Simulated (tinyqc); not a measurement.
Estimate of lattice thermal conductivity from elastic moduli (Slack, Klemens and Cahill formulas): one step, computed by the program tinyqc.

An isotropic solid.

Problem. Point defects and grains. High-temperature forms with the classical heat capacity. Klemens: kappa/kappa_0 = arctan(u)/u, u^2 = pi^2 Theta V Gamma kappa_0/(h v_m^2). Grains: 1/kappa_poly = 1/kappa + 1/(C v_m d/3), C = 3 k_B/(n V), the acoustic branches alone.

Inputs (values chosen for the exercise, for a model crystal):
```
quantity                    value        unit
volume per atom V              12  angstrom^3
atoms per primitive cell n     10           -
temperature T                 300           K
disorder parameter Gamma    0.014           -
grain size d                   36          nm
```

Grueneisen parameter: from thermal expansion.

kappa of the perfect crystal = 34.42339 W/(m K)

Debye temperature Theta = 410.6034 K

v_m = 3157.474 m/s

Constants: h = 6.62607015e-34 J s; k_B = 1.380649e-23 J/K.

Give: disorder scale u; kappa with point defects; grain-boundary limit; kappa of the polycrystal.

Solution.

disorder scale u = 1.884

kappa with point defects = 19.79 W/(m K)

grain-boundary limit = 13.08 W/(m K)

kappa of the polycrystal = 7.874 W/(m K)

Point defects remove 43 % of kappa. Grains remove a further 60 %.
